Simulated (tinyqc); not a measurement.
Read current of a NAND string, cells in series solved by shooting: one step of the calculation.

Cells in series, numbered from 0 at the source line (0 V) to the bit line, each followed by a gap resistance Rg. A cell with gate Vg, threshold VT, source Vs and drain Vd passes I = 2 nf K Vt^2 [F(Vs) - F(Vd)]/(1 + th max(Vg - VT, 0)), F(V) = ln^2(1 + exp((Vg - VT - nf V)/(2 nf Vt))). The selected cell has Vg = Vr, the others Vg = Vp.

Task. Node voltages for a trial current. For a trial current I start at 0 V and, cell by cell (the selected one is cell 1), solve for the drain: sqrt(F(Vd)) = sqrt(F(Vs) - I/k), k = 2 nf K Vt^2/(1 + th max(Vg - VT, 0)), Vd = [Vg - VT - 2 nf Vt ln(exp(sqrt F) - 1)]/nf, then add I Rg.

Values chosen for this exercise; values of the order met in vertical NAND strings:
```
symbol,value,unit,meaning
T,300,K,temperature
K,19,uA/V^2,gain factor of a cell
nf,1.4,,slope factor
th,0.1,1/V,mobility reduction factor
Rg,3.1,kohm,resistance of the gap between cells
Vbl,0.4,V,bit-line voltage
Vp,7.8,V,pass voltage
Vr,1.89,V,read voltage on the selected word line
```

Constants: q = 1.602176634e-19 C, kB = 1.380649e-23 J/K, Vt = kB T/q. Results are converted to the units shown.

first trial current = 1.7 uA
thresholds from the source end, cell 0 to 4 (V): [4, 0.6, -2, -2, 4]

Wanted: node voltage after each cell and gap, trial 1.

Result.

node voltage after each cell and gap, trial 1, cell 0 to 4 (V): [0.037960, 0.12907, 0.15278, 0.17656, 0.21682]

Computed by the program tinyqc: `OMP_NUM_THREADS=1 python tinyqc.py 2142008 2142009 out.jsonl`, one thread of a shared Intel Xeon 2.30GHz, about 0.7 s for the whole run.
